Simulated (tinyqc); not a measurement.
Admittance spectroscopy of a deep trap: admittance against frequency.

Schottky contact on an n-type layer with shallow donors Nd (all ionised) and a donor-like deep trap, neutral when filled and positive when empty; depletion approximation. Traps within lam of the depletion edge stay filled. The traps at xt = W - lam, where the level crosses the Fermi level, follow a slow signal and not a fast one. w = 2 pi f.

Emission rate en = sn vth(T) Nc(T) exp(-Et/kB T) = sn g T^2 exp(-Et/kB T), g = vth Nc/(300 K)^2, as vth goes as T^0.5 and Nc as T^1.5 (degeneracy factor 1). lam = sqrt(2 eps0 eps_r (EF - ET)/(q Nd)), EF - ET = Et - (kB T/q) ln(Nc(T)/Nd), Nc(T) = Nc (T/300 K)^1.5. In the steady state at the band bending V, 2 eps0 eps_r V/q = Nd W^2 + Nt (W - lam)^2 (the second term only if W > lam). V = Vbi + Vr. C_HF = eps0 eps_r/W, C_LF = eps0 eps_r (Nd + Nt)/(Nd W + Nt xt). Inflection frequency w0 = 2 en [1 + Nt xt/(Nd W)]; C = C_HF + (C_LF - C_HF)/(1 + (w/w0)^2), G/w = (C_LF - C_HF)(w/w0)/(1 + (w/w0)^2).

Parameters, values chosen for the exercise; material values close to those of germanium: relative permittivity eps_r = 16.1; conduction-band density of states at 300 K Nc = 1.03e19 cm^-3; thermal velocity at 300 K vth = 3.3e7 cm/s; shallow donor density Nd = 1.3e16 cm^-3; built-in voltage Vbi = 0.46 V; depth of the trap below the conduction edge Et = 0.17 eV; capture cross-section sn = 1.5e-15 cm^2; trap density Nt = 1.3e16 cm^-3; reverse bias Vr = 0 V; temperature T = 143 K.

Constants: q = 1.602176634e-19 C, kB = 1.380649e-23 J/K, eps0 = 8.8541878128e-14 F/cm where lengths are in cm. Results are converted to the units shown.

Admittance against frequency:
```
f (Hz)  C (nF/cm^2)  G/w (nF/cm^2)
1600          85.16         0.6371
3400          85.09          1.350
7400          84.79          2.898
16000         83.48          5.890
34000         79.14          9.867
74000         71.01          10.65
1.6e5         65.39          6.880
3.5e5         63.54          3.439
7.5e5         63.12          1.636
1.6e6         63.02         0.7703
```

What does the comparison show?

C falls from 85.2 to 63.0 nF/cm^2, between C_LF = 85.2 and C_HF = 63.0, and G/w goes from 0.637 through a maximum of 10.7 (at f = 74000 Hz among the rows listed) to 0.770 nF/cm^2. The exact peak is half of the step, 11.1 nF/cm^2, at 55600 Hz.

Program tinyqc, `OMP_NUM_THREADS=1 python tinyqc.py 2050073 2050074 out.jsonl`; Intel Xeon 2.30GHz, shared host, one thread, about 0.01 s.
